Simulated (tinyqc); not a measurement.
Inside a calculation. Method: tight binding, dimerised chain. One step of it, computed by the program tinyqc.

Problem. Open chain of 3 cells. The same hoppings without the wrap-around bond.

H of the open chain (eV):
```
           1          2          3          4          5          6
1   0.770000  -2.220000   0.000000   0.000000   0.000000   0.000000
2  -2.220000  -0.770000  -0.930000   0.000000   0.000000   0.000000
3   0.000000  -0.930000   0.770000  -2.220000   0.000000   0.000000
4   0.000000   0.000000  -2.220000  -0.770000  -0.930000   0.000000
5   0.000000   0.000000   0.000000  -0.930000   0.770000  -2.220000
6   0.000000   0.000000   0.000000   0.000000  -2.220000  -0.770000
```

Give: levels; weights of the highest filled level on the sites.

Solution.

levels (eV): -3.021  -2.442  -1.790  1.790  2.442  3.021

weights of the highest filled level on the sites: 0.102  0.136  0.129  0.323  0.054  0.256

The bulk gap runs from -1.5023 to 1.5023 eV; no level of this chain lies inside it.
